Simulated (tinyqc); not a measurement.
Channel mobility from two channel lengths.

Inverse problem. Two power MOSFETs differ only in channel length: R_on = R_rest + Lc (Wp + a)/(2 mch Cox Vov), Cox = 3.9 eps0/tox. Find mch and R_rest.

Parameters, values chosen for the exercise:
- tox = 52 nm (gate oxide thickness (eps_r 3.9))
- Vov = 13 V (gate overdrive)
- Wp = 3.2 um (width of the p body in one cell, channels included)
- a = 3 um (gap between neighbouring p bodies)

Constants: eps0 = 8.8541878128e-14 F/cm where lengths are in cm. Results are converted to the units shown.

R_on at Lc = 0.27 and 1.2 um (mohm cm^2): 7.8484777  8.0154565

Answer. R_on is a straight line in Lc; its slope gives mch and its intercept the rest.

mch = 200 cm^2/(V s)
R_rest = 7.80 mohm cm^2

tinyqc, about 0.01 s, one thread, Intel Xeon 2.30GHz (shared host): `OMP_NUM_THREADS=1 python tinyqc.py 2230120 2230121 out.jsonl`
